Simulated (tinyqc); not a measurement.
Inside a calculation. Model: precursor delivery and alloy composition in metal-organic vapour-phase epitaxy. Computed by tinyqc, a small Python program that keeps every step. Command: `OMP_NUM_THREADS=1 python tinyqc.py 3029299 3029300 out.jsonl movpe walk`. One thread of a shared host (Intel(R) Xeon(R) Processor @ 2.30GHz), about 0.01 s of CPU time with the checks. Intermediate numbers are printed to about 7 digits and carried at full precision; extremes and crossings named in words are read from the listed rows.

Carrier gas leaves each bubbler saturated. Group-III species cross a boundary layer and react at the surface; element 2 can also desorb. The film is (1)_(1-x) (2)_x V with a zinc-blende cell.

Inputs (values chosen for the exercise, close to those used for AlGaAs from TMAl and TMGa):
```
quantity,value,unit
source 1: a in log10(p/torr) = a - b/T,8.22,-
source 1: b,2134,K
source 1: bath temperature,20,C
source 1: carrier flow,23,sccm
source 2: a,8.07,-
source 2: b,1703,K
source 2: bath temperature,-9,C
source 2: carrier flow,9.4,sccm
bubbler pressure p_b,760,torr
group-V hydride flow,250,sccm
total flow,20,slm
reactor pressure p,760,torr
diffusivity D0 at 273.15 K and 760 torr,0.37,cm^2/s
boundary layer delta,1.2,cm
prefactor of the surface rate k_s,1.1e+13,cm/s
energy of k_s,1.88,eV
prefactor of the loss of element 2,3.4e+17,layers/s
energy of the loss,3.58,eV
lattice constant a,5.655,angstrom
growth temperature T,740,C
```

Constants: k_B = 1.380649e-23 J/K; k_B = 8.617333262e-05 eV/K.

## Molar flows

Temperatures in kelvin are T(C) + 273.15. Vapour pressure p_v = 10^(a - b/T); precursor flow = carrier flow x p_v/(p_b - p_v); 1 sccm = 44.615 micromol/min; V/III = hydride flow over the sum of both; gas share x_g = F2/(F1 + F2).

vapour pressures (torr): source 1 8.718671, source 2 41.96677

molar flows (micromol/min): F1 11.90848, F2 24.51149

V/III ratio = 306.2536

gas share x_g = 0.6730233

The slope of F2 with the temperature of bath 2 is b ln(10)/T^2 x p_b/(p_b - p_v) = 5.9 % per kelvin. Caution: trimethylaluminium is largely a dimer in the vapour, which would double its metal flow; it is counted as a monomer here.

## Transport to the surface

Partial pressure p_i = p F_i/(44615 x total flow in slm); density n_i = p_i/(k_B T), 1 torr = 133.322 Pa; D = D0 (T/273.15)^1.75 (760/p), h = D/delta, the same for both; k_s = prefactor x exp(-energy/(k_B T)); arrival J_i = n_i/(1/h + 1/k_s); in layers per second g_i = J_i a^2/2 (two group-III sites per a^2 on (001)).

densities (1/cm^3): n1 9.667271e+13, n2 1.989836e+14

h = 3.056662 cm/s

k_s = 4893.121 cm/s

arrival rates (layers/s): g1 0.4721884, g2 0.9719159

Growth is transport-limited.

## Composition and growth rate

Loss of element 2 is r x with r = prefactor x exp(-energy/(k_B T)). Then x = (g2 - r x)/(g1 + g2 - r x), or r x^2 - (g1 + g2 + r) x + g2 = 0, smaller root; growth rate G = g1/(1 - x) layers/s; one layer is a/2 thick, 1 angstrom/s = 0.36 um/h. Distribution coefficient = [x/(1 - x)]/[x_g/(1 - x_g)], x_g = g2/(g1 + g2).

loss rate r = 0.5287510 layers/s

solid share x = 0.5840753

growth rate G = 1.155595 um/h

distribution coefficient = 0.6822457

31.8 % of element 2 is lost again. Caution: the lattice constant is held fixed as x changes, delta does not respond to the flow, both precursors share one D and k_s, and gas-phase side reactions are left out.

## Three regimes over temperature

The formulas are those given above.

Growth:
```
T (C),k_s/h,r (layers/s),x,G (um/h)
450,5.132459e-01,3.817130e-08,0.6730233,0.387398
500,3.212425e+00,1.567651e-06,0.6730229,0.915836
550,1.598047e+01,4.099632e-05,0.6730156,1.184564
600,6.575105e+01,7.377305e-04,0.6728958,1.295423
650,2.308406e+02,9.707032e-03,0.6714273,1.359195
700,7.088588e+02,9.800954e-02,0.6572531,1.359520
750,1.942119e+03,7.894128e-01,0.5381704,1.048541
800,4.824729e+03,5.234947e+00,0.1740701,0.607853
850,1.101302e+04,2.933379e+01,0.0351806,0.538492
```

G peaks at 700 C among these rows. Between the first rows the apparent energy is 0.83 eV, against 1.88 eV for k_s, as control is already mixed; k_s passes h between 450 and 500 C, well above which G depends weakly on T until desorption sets in. Among these rows x stays within 2 % of x_g up to 650 C and then falls, to 0.035 in the last row, as element 2 desorbs. Caution: in these rows, too, a is fixed and both precursors share one D and k_s.

Checks made by the program: balance of element 2 (relative difference below 1e-10).
